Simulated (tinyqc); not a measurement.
## Channel mobility from two channel lengths

Problem. Two power MOSFETs differ only in channel length: R_on = R_rest + Lc (Wp + a)/(2 mch Cox Vov), Cox = 3.9 eps0/tox. Find mch and R_rest.

Inputs (values chosen for the exercise):
```
symbol,value,unit,meaning
tox,76,nm,gate oxide thickness (eps_r 3.9)
Vov,6,V,gate overdrive
Wp,7.7,um,"width of the p body in one cell, channels included"
a,2.8,um,gap between neighbouring p bodies
```

Constants: eps0 = 8.8541878128e-14 F/cm where lengths are in cm. Results are converted to the units shown.

R_on at Lc = 0.66 and 2.2 um (mohm cm^2): 8.4612199  24.937400

Solution. R_on is a straight line in Lc; its slope gives mch and its intercept the rest.

mch = 18.00 cm^2/(V s)
R_rest = 1.400 mohm cm^2

Computed by the program tinyqc: `OMP_NUM_THREADS=1 python tinyqc.py 2230138 2230139 out.jsonl`, one thread of a shared Intel Xeon 2.30GHz, about 0.01 s for the whole run.
